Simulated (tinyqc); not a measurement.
# Drift layer from breakdown voltage and on-resistance

Inverse problem. An ideal drift layer with a triangular field at breakdown has BV = Ec W/2, N = eps0 eps_r Ec/(q W) and Ron = W/(q mu N). Find Ec, W and N.

Inputs (values chosen for the exercise): relative permittivity eps_r = 12.7; electron mobility of the drift layer mu = 8450 cm^2/(V s).

Constants: q = 1.602176634e-19 C, eps0 = 8.8541878128e-14 F/cm where lengths are in cm. Results are converted to the units shown.

BV = 21.645902 V
Ron = 0.0016717058 mohm cm^2

Solution. Eliminating W and N gives Ron = 4 BV^2/(eps0 eps_r mu Ec^3), which yields Ec.

Ec = 490 kV/cm
W = 0.883 um
N = 3.90e16 cm^-3

Program tinyqc, `OMP_NUM_THREADS=1 python tinyqc.py 2120012 2120013 out.jsonl`; Intel Xeon 2.30GHz, shared host, one thread, about 0.05 s.
